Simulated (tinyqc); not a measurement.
Carrier lifetime from Shockley-Read-Hall, radiative, Auger and surface recombination: one step, computed by the program tinyqc. Command: `OMP_NUM_THREADS=1 python tinyqc.py 3005799 3005800 out.jsonl lifetime walk`. One thread of a shared host (Intel(R) Xeon(R) Processor @ 2.30GHz), about 0.01 s of CPU time with the checks.

Energies are counted from the top of the valence band. Boltzmann statistics, full ionisation, and equal excess densities of electrons and holes.

Problem. Equilibrium densities. N_c = 2 M_c (2 pi m_e k_B T/h^2)^(3/2) and N_v = 2 (2 pi m_h k_B T/h^2)^(3/2), masses in units of m_0. n_i = sqrt(N_c N_v) exp(-E_g/2 k_B T); majority density N/2 + sqrt(N^2/4 + n_i^2), minority density n_i^2 over it.

Inputs (values chosen for the exercise, for a model semiconductor): gap E_g = 0.647 eV; electron mass m_e = 0.0297 m_0; valleys M_c = 1; hole mass m_h = 0.303 m_0; temperature T = 250 K; doping N = 4.9e+14 cm^-3.

Doping: p-type. Surface term: none.

Constants: m_0 = 9.1093837015e-31 kg; k_B = 1.380649e-23 J/K; h = 6.62607015e-34 J s; k_B = 8.617333262e-05 eV/K.

Give: N_c; N_v; n_i; n_0; p_0.

Solution.

N_c = 9.771e+16 cm^-3

N_v = 3.184e+18 cm^-3

n_i = 1.679e+11 cm^-3

n_0 = 5.751e+07 cm^-3

p_0 = 4.900e+14 cm^-3
